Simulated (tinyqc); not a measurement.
Wafer bonding and layer transfer: bond energy, gap closing, particles, bonding of dissimilar wafers and hydrogen blisters: one step, computed by the program tinyqc.

gamma is the energy per area of each of the two surfaces; plates are isotropic, and both wafers have E1 and t1.

Problem. Bond energy from the blade test. Two cantilevers opened by t_b: gamma = 3 t_b^2 E1 t1^3 E2 t2^3/(16 L^4 (E1 t1^3 + E2 t2^3)).

Inputs (values chosen for the exercise, with wafer 1 close to silicon):

| quantity | value | unit |
|---|---|---|
| Young's modulus E1 | 155 | GPa |
| thickness t1 | 525 | micrometre |
| blade thickness t_b | 230 | micrometre |
| crack length L | 17.3 | mm |

Pair: two equal wafers.

Give: bond energy gamma.

Solution.

bond energy gamma = 1.242 J/m^2

An error of 5 % in L changes gamma by about 20 %. This is the level of partly covalent bonding.
